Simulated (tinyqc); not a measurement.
What moves the results: Slater-Koster d bands of an fcc metal. A value that a table varies takes the place of the one given here.

Slater-Koster d bands. For a bond with direction cosines (l, m, n) the 5 x 5 block is dds Ps + ddp Pp + ddd (1 - Ps - Pp), the projectors on sigma, pi and delta states about the bond; for instance <xy|xy> = 3 l^2 m^2 dds + (l^2 + m^2 - 4 l^2 m^2) ddp + (n^2 + l^2 m^2) ddd, <xy|yz> = 3 l m^2 n dds + l n (1 - 4 m^2) ddp + l n (m^2 - 1) ddd and <3z2-r2|3z2-r2> = (n^2 - (l^2 + m^2)/2)^2 dds + 3 n^2 (l^2 + m^2) ddp + (3/4)(l^2 + m^2)^2 ddd. H(k) sums the blocks times cos(k.R) over the neighbours; the d level is the zero of energy; k in 2 pi/a.

Neighbours: twelve at (a/2)(1,1,0) and equivalents.

Mesh: k = f1 b1 + f2 b2 + f3 b3 with fractions (j + 1/2)/N, j = 0 to N - 1, and b = (-1,1,1), (1,-1,1), (1,1,-1) for fcc, (0,1,1), (1,0,1), (1,1,0) for bcc, unit vectors for simple cubic. The lowest Nd/10 of all levels are filled with two electrons each; the bond energy is their sum per atom.

Inputs chosen for the exercise (of the size met in Ru; not measured data):
- dds = -1.081 eV (dd sigma)
- ddp = 0.519 eV (dd pi)
- ddd = -0.173 eV (dd delta)
- N = 8 (mesh)
- f2 = 0.487 (factor for second neighbours in bcc)

## Band filling: full bands against the rectangular model

W = sqrt(12 mu2) with mu2 the mean square level on the mesh; rectangular model: Fermi level W (Nd/10 - 1/2), bond energy -W Nd (10 - Nd)/20. The Fermi level of the mesh is the highest filled level.

Per atom (eV):
```
Nd,"EF, bands","bond energy, bands","EF, rectangle","bond energy, rectangle"
1,-2.645,-3.265,-2.854,-3.210
2,-2.206,-5.665,-2.140,-5.707
3,-1.508,-7.452,-1.427,-7.491
4,-0.898,-8.681,-0.713,-8.561
5,0.115,-9.075,0.000,-8.917
6,1.036,-8.599,0.713,-8.561
7,1.522,-7.327,1.427,-7.491
8,2.120,-5.500,2.140,-5.707
9,2.744,-3.043,2.854,-3.210
```

W = 7.134 eV
full width on the mesh = 8.020 eV

The bond energy is deepest at Nd = 5 (-9.075 eV); the rectangle has its minimum at 5. The two differ most at Nd = 8, by 0.207 eV or 2 % of the deepest value: the second moment fixes the parabola, and higher moments the rest. At Nd = 3 and 7 the bands give -7.452 and -7.327 eV, a skew towards less than half filling.

## Which lattice a d-band metal prefers

fcc has twelve neighbours, bcc eight and six (the six times f2), simple cubic six. The integrals of bcc and sc are scaled so that all three have the second moment of fcc, which stands for equal repulsion (structural energy difference theorem). s and p electrons are left out.

Bond energy per atom:
```
Nd,fcc (eV),bcc - fcc (meV),sc - fcc (meV)
1,-3.265,216,-318
2,-5.665,126,-156
3,-7.452,-206,173
4,-8.681,-397,660
5,-9.075,-16,787
6,-8.599,367,578
7,-7.327,378,47
8,-5.500,149,-321
9,-3.043,-162,-540
```

scale factors: bcc 1.1285, sc 1.4142

mu3/mu2^1.5: fcc -0.083, bcc -0.081, sc 0.000

mu4/mu2^2: fcc 1.773, bcc 1.693, sc 2.621

largest change of a difference when N is raised to 14 = 56 meV

fcc is lowest for Nd = 6 and 7. bcc is lowest for Nd = 3, 4 and 5. sc is lowest for Nd = 1, 2, 8 and 9. bcc gains most on fcc at Nd = 4 (-397 meV). A small fourth moment marks a two-peaked band, which tends to favour fillings near one half; bcc has -5 % against fcc, and at Nd = 5 it lies -16 meV from fcc (differences of a few tens of meV are within the error of the mesh; hcp is left out, and this d-only model can miss the lattice of the real metal). The third moments, from three-membered rings, skew the bands. That simple cubic wins anywhere comes from keeping d bands and equal second moments alone; no transition metal takes it. Differences below about 56 meV are within the error of this mesh, and the s and p electrons left out weigh most where the d band is nearly empty or full.

## What each integral does

Levels at Gamma, E(t2g) = 3 dds + 4 ddp + 5 ddd, E(eg) = 1.5 dds + 6 ddp + 4.5 ddd, and W = sqrt(12 mu2), the width of a rectangular band with the same second moment mu2 = z (dds^2 + 2 ddp^2 + 2 ddd^2)/5, z = 12. Each row changes one parameter from the base and keeps the others.

Results:
```
case,t2g (eV),eg (eV),W (eV)
base,-2.0320,0.7140,7.1340
dds = -1.2431 eV,-2.5183,0.4708,7.8577
ddp = 0.5968 eV,-1.7208,1.1808,7.4762
ddd = -0.1989 eV,-2.1615,0.5975,7.1728
```

The largest shifts from the base row, up to three for each result and ties (the steps differ in size, so this ranks the rows, not the parameters). t2g (eV): dds -0.4863, ddp +0.3112, ddd -0.1295. eg (eV): ddp +0.4668, dds -0.2432, ddd -0.1166. W (eV): dds +0.7237, ddp +0.3422, ddd +0.0388. The ratio of the shifts of t2g and eg names the integral: 3 : 1.5 for dds, 4 : 6 for ddp, 5 : 4.5 for ddd.

Computed by tinyqc, a small Python program: `OMP_NUM_THREADS=1 python tinyqc.py 1482833 1482834 out.jsonl` (the numbers bound the seed that draws the inputs); one thread of a shared host (Intel(R) Xeon(R) Processor @ 2.30GHz), about 0.03 s for the whole set of steps.
